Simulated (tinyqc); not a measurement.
What moves the results: polar nitride quantum well with polarisation fields. A value that a table varies takes the place of the one given here.

Growth along [0001]. e_par = (a_sub - a)/a, Ppz = 2 e_par (e31 - e33 C13/C33), P = Psp + Ppz in each layer; strain relaxation and the strain shift of the gaps are left out, although thick layers with more than about 1 % mismatch would relax.

In a periodic stack without free charge the potential drop over a period vanishes: F_w = (P_b - P_w) Lb/(eps0 (eps_w Lb + eps_b Lw)), F_b = -F_w Lw/Lb, eps0 = 8.8541878e-12 F/m; 1 MV/cm = 1e8 V/m = 0.01 V/angstrom.

Envelope functions on cells of 0.25 angstrom over barrier, well, barrier (widths Lb, Lw, Lb), psi = 0 beyond, psi'/m continuous (mean mass between points), c = hbar^2/2m0. With u(z) the integral of e F (F_w in the well, F_b = -F_w Lw/Lb in the barriers, 1 MV/cm = 0.01 V/angstrom), zero at the centre of the well, the electron sees u plus Vc in the barriers and the hole -u plus Vv. The transition is Eg + E_e + E_h; excitons are left out.

Constants: hbar^2/2m0 = 3.80998211 eV angstrom^2; hc = 1239.841984 eV nm.

Parameters, chosen for this exercise (near those of a GaN well in AlN; the results hold for these values, not for the real material): a_w = 3.189 angstrom (lattice constant a, well); a_b = 3.112 angstrom (lattice constant a, barrier); a_sub = 3.112 angstrom (in-plane lattice constant of the stack); Psp_w = -0.0342 C/m^2 (spontaneous polarisation); Psp_b = -0.0891 C/m^2 (spontaneous polarisation); e31_w = -0.333 C/m^2; e31_b = -0.537 C/m^2; e33_w = 0.684 C/m^2; e33_b = 1.564 C/m^2; C_w = 0.274 (C13/C33); C_b = 0.283 (C13/C33); eps_w = 10.2 (dielectric constant); eps_b = 10.3 (dielectric constant); Lb = 60 angstrom (barrier width); Eg = 3.44 eV (gap of the well); Vc = 1.85 eV (conduction offset); Vv = 0.87 eV (valence offset); me = 0.2 m0 (electron, well); meb = 0.32 m0 (electron, barrier); mh = 1.29 m0 (hole, everywhere); Ls = (12, 18, 24, 30, 36, 45) angstrom (well widths); Lw = 27 angstrom (well width).

## Width of the well

Field, levels and overlap anew for each width.

Results:

| Lw (angstrom) | F_w (MV/cm) | E (eV) | E without field (eV) | overlap^2 | ln overlap^2 |
|---|---|---|---|---|---|
| 12 | -7.373 | 3.8602 | 4.0222 | 0.603 | -0.51 |
| 18 | -6.801 | 3.4183 | 3.7776 | 0.230 | -1.47 |
| 24 | -6.312 | 3.0735 | 3.6603 | 0.0543 | -2.91 |
| 30 | -5.888 | 2.7784 | 3.5951 | 0.00875 | -4.74 |
| 36 | -5.518 | 2.5194 | 3.5551 | 0.00106 | -6.85 |
| 45 | -5.043 | 2.1846 | 3.5189 | 3.06e-05 | -10.39 |

The red shift grows from 162 to 1334 meV. The line drops below Eg between 12 and 18 angstrom, which a square well can never do. Over the last two rows dE/dLw = -37.2 meV per angstrom, against -|e F_w| = -50.4 in the last row; the field itself weakens by 32 % over the table, since a wider well shares the drop with the barrier. The overlap falls by a factor 1.97e+04.

## Screening the field

F_w = -6.0929 MV/cm

Carriers or a semipolar orientation reduce the field; here it is simply scaled in well and barrier.

Results:

| share of the field | F_w (MV/cm) | E (eV) | nm | overlap^2 | separation (angstrom) |
|---|---|---|---|---|---|
| 1.0 | -6.093 | 2.9209 | 424.5 | 0.023 | 16.9 |
| 0.8 | -4.874 | 3.1167 | 397.8 | 0.050 | 15.6 |
| 0.6 | -3.656 | 3.2956 | 376.2 | 0.11 | 14.0 |
| 0.4 | -2.437 | 3.4507 | 359.3 | 0.26 | 11.6 |
| 0.2 | -1.219 | 3.5701 | 347.3 | 0.58 | 7.8 |
| 0.0 | 0.000 | 3.6234 | 342.2 | 0.99 | 0.0 |

Full screening shifts the line by -82.3 nm (+703 meV). The first fifth of the screening gives 196 meV and the last fifth 53 meV; a purely quadratic shift would give a ratio of 9, a linear one 1, and here it is 3.7.

## What each parameter does

Polarisation, field, levels and overlap anew. Each row changes one parameter from the base and keeps the others.

Results:

| case | F_w (MV/cm) | E (eV) | overlap^2 | red shift (meV) |
|---|---|---|---|---|
| base | -6.093 | 2.9209 | 0.023 | 703 |
| Lw = 32 angstrom | -5.760 | 2.6884 | 0.0045 | 891 |
| Lb = 45 angstrom | -5.518 | 3.0164 | 0.033 | 607 |
| a_sub = 3.102 angstrom | -5.862 | 2.9591 | 0.026 | 664 |
| Psp_b = -0.098 C/m^2 | -6.770 | 2.8062 | 0.015 | 817 |
| e33_w = 0.752 C/m^2 | -6.161 | 2.9094 | 0.022 | 714 |
| eps_w = 11.2 | -5.708 | 2.9843 | 0.029 | 639 |
| mh = 0.9 m0 | -6.093 | 2.9630 | 0.032 | 672 |
| Vc = 1.573 eV | -6.093 | 2.9017 | 0.020 | 716 |

The largest shifts from the base row, up to three for each result and ties (the steps differ in size, so this ranks the rows, not the parameters). F_w (MV/cm): Psp_b -0.678, Lb +0.575, eps_w +0.385; unchanged at the printed digits by mh and Vc. E (eV): Lw -0.2324, Psp_b -0.1147, Lb +0.0955. overlap^2: Lw -0.0183, Lb +0.0104, mh +0.00963. red shift (meV): Lw +189, Psp_b +115, Lb -96.

Run: tinyqc, `OMP_NUM_THREADS=1 python tinyqc.py 1282326 1282327 out.jsonl`; Intel(R) Xeon(R) Processor @ 2.30GHz, one thread, shared host; about 0.08 s of CPU time with all checks.
